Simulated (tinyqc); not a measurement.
Bond length, ionicity and dielectric constant: Penn model of the dielectric constant and Phillips ionicity.

n = 32/a^3; Ep^2 = 8 pi c e2 n with c = hbar^2/2m0, e2 = e^2/(4 pi eps0); EF = c (3 pi^2 n)^(2/3); eps = 1 + (Ep/Eg)^2 S with S = 1 - Eg/(4 EF) + (Eg/(4 EF))^2/3, Eg the Penn gap. Core d shells are left out.

Phillips: bond length d = sqrt(3) a/4; homopolar gap Eh = 39.74 d^(-2.48) eV (d in angstrom); Eg^2 = Eh^2 + C^2; ionicity fi = C^2/Eg^2.

Constants: hbar^2/2m0 = 3.80998211 eV angstrom^2; e^2/(4 pi eps0) = 14.39964547 eV angstrom.

Each case gives a and C, chosen for the exercise.

Results:
```
case       a (angstrom)  C (eV)  Eh (eV)  Eg (eV)  Ep (eV)   eps     fi
near InAs         6.054    2.59     3.64     4.47    14.10  9.89  0.336
near SiC          4.372    3.54     8.16     8.90    22.98  6.93  0.158
near GaN          4.519    7.25     7.52    10.45    21.87  4.78  0.482
near InP          5.870    3.32     3.93     5.15    14.77  8.29  0.416
near AlAs         5.677    2.84     4.27     5.13    15.53  9.18  0.307
near BN           3.605    7.02    13.17    14.92    30.69  4.70  0.221
```

eps runs from 4.70 (near BN) to 9.89 (near InAs). Eg varies by a factor 3.34 and Ep by 2.18; the order of eps is the reverse order of Eg. Without the d-shell correction the model runs low for the heavier compounds.

(tinyqc, `OMP_NUM_THREADS=1 python tinyqc.py 1651648 1651649 out.jsonl`, Intel(R) Xeon(R) Processor @ 2.30GHz, 1 thread, shared host, about 0.01 s.)
